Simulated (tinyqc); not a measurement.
Worked calculation: X-ray reflectivity of a thin film on silicon: critical angles, Parratt recursion, fringes and roughness. Computed by tinyqc, a small Python program that keeps every step. Command: `OMP_NUM_THREADS=1 python tinyqc.py 3120151 3120152 out.jsonl xrr walk`. One thread of a shared host (Intel(R) Xeon(R) Processor @ 2.30GHz), about 0.01 s of CPU time with the checks. Intermediate numbers are printed to about 5 digits and carried at full precision; extremes and crossings named in words are read from the listed rows.

n = 1 - delta + i beta; the classical electron radius is r_e = 2.8179403e-6 nm. Layer 0 is vacuum, 1 the film, 2 the substrate.

Inputs (values chosen for the exercise, modelled on SiO2 on silicon, copper K-alpha radiation):
```
quantity                                        value     unit
wavelength lambda                             0.15406       nm
film density rho                                 2.24   g/cm^3
effective electrons per unit mass, film         0.499    mol/g
beta/delta, film                                0.012        -
film thickness d                                 29.2       nm
roughness of the surface sigma_1                 0.67       nm
roughness of the interface sigma_2               0.72       nm
substrate density                                2.33   g/cm^3
effective electrons per unit mass, substrate    0.507    mol/g
beta/delta, substrate                           0.023        -
grazing angle theta                              1.74  degrees
```

Constants: N_A = 6.02214076e+23 1/mol.

## Optical constants

delta = r_e lambda^2 rho_e/(2 pi), rho_e = density x electrons per mass x N_A; critical angle sqrt(2 delta), q_c = 4 sqrt(pi r_e rho_e).

Constants:
```
layer      rho_e (1/nm^3)       delta        beta  critical angle (degrees)  q_c (1/nm)
film               673.13  7.1652e-06  8.5983e-08                   0.21690     0.30878
substrate          711.40  7.5726e-06  1.7417e-07                   0.22298     0.31744
```

Film and substrate have nearly the same electron density, so the fringes are weak.

## Critical angle of the film

The formulas are those given above.

critical angle of the film = 0.21690 degrees

## Reflectivity at one angle

k_j = (2 pi/lambda) sqrt(sin^2 theta - 2 delta_j + 2 i beta_j); r_ij = (k_i - k_j)/(k_i + k_j) x exp(-2 k_i k_j sigma^2) (Nevot-Croce); r = (r_01 + r_12 p)/(1 + r_01 r_12 p), p = exp(2 i k_1 d); R = |r|^2.

k_0, k_1, k_2 (1/nm): 1.2384  1.2287+0.0001i  1.2282+0.0002i

1000 r_01 = 0.99906-0.01221i

1000 r_12 = 0.046956-0.010201i

p = -0.87156+0.47633i

reflectivity R = 9.2772e-07

q = 4 pi sin(theta)/lambda = 2.4767 1/nm

## Fringe period, contrast and decay

Far above the critical angle the period is d theta = lambda/(2 d), or 2 pi/d in q; the envelope runs between (|r_01| - |r_12 p|)^2 and (|r_01| + |r_12 p|)^2; contrast = 2 a b/(a^2 + b^2) with a = |r_01|, b = |r_12 p|; roughness factors on the amplitudes are about exp(-q^2 sigma^2/2).

period in theta = 0.15115 degrees

period in q = 0.21518 1/nm

contrast = 0.095317

roughness factor, surface = 0.25238

roughness factor, interface = 0.20393

## Thickness from the minima

Minima of R theta^4 are located on 6001 points over 7.5 periods, from 1.15 times the larger critical angle. With refraction, sin^2(theta_m) = 2 delta + m^2 (lambda/(2 d))^2, m integer or half-integer; the first six minima are used, and the first order is the one that minimises the largest residual of the least-squares line plus the distance of its intercept from 2 delta. Without refraction, d = lambda/(2 x mean step of sin theta).

Minima:
```
order m  theta (degrees)  sin^2 theta
1.5               0.3258   3.2326e-05
2.5               0.4461   6.0623e-05
3.5               0.5820   1.0316e-04
4.5               0.7248   1.6001e-04
5.5               0.8712   2.3119e-04
6.5               1.0197   3.1671e-04
```

d with refraction = 28.888 nm

d without refraction = 31.802 nm

Against d = 29.2 nm the errors are -1.07 % with and +8.91 % without refraction. The orders are half-integers, as r_01 and r_12 have the same sign for a film less dense than the substrate.

## Which roughness does what

R is averaged over one period above each angle (64 points); contrast = (max - min)/(max + min) of R theta^4 over that period. Cases: smooth; only sigma_1; only sigma_2; both.

Mean R and contrast:
```
theta (degrees)    R smooth  contrast  R, sigma_1  contrast, sigma_1  R, sigma_2  contrast, sigma_2     R, both  contrast, both
0.8              2.5979e-04   0.12003  1.3476e-04            0.20998  2.5925e-04         8.7055e-02  1.3427e-04         0.16662
1.2              5.5362e-05   0.11835  1.3485e-05            0.32596  5.5025e-05         5.3074e-02  1.3197e-05         0.20595
1.8              1.1538e-05   0.11648  5.5340e-07            0.62105  1.1453e-05         1.9624e-02  4.9674e-07         0.25407
2.5              3.1893e-06   0.11565  1.8004e-08            0.99973  3.1850e-06         3.8083e-03  8.0837e-09         0.33207
3.5              8.5615e-07   0.11575  2.8823e-09            0.11473  8.5413e-07         1.8707e-04  8.3395e-12         0.44903
```

At 2.5 degrees sigma_1 alone multiplies the mean R by 0.0056 and sigma_2 alone by 1.00; the contrast goes from 0.12 (smooth) to 1.00 and 0.00.

Checks made by the program: smooth bare substrate far above q_c against (q_c/2q)^4 (relative difference 1e-03).
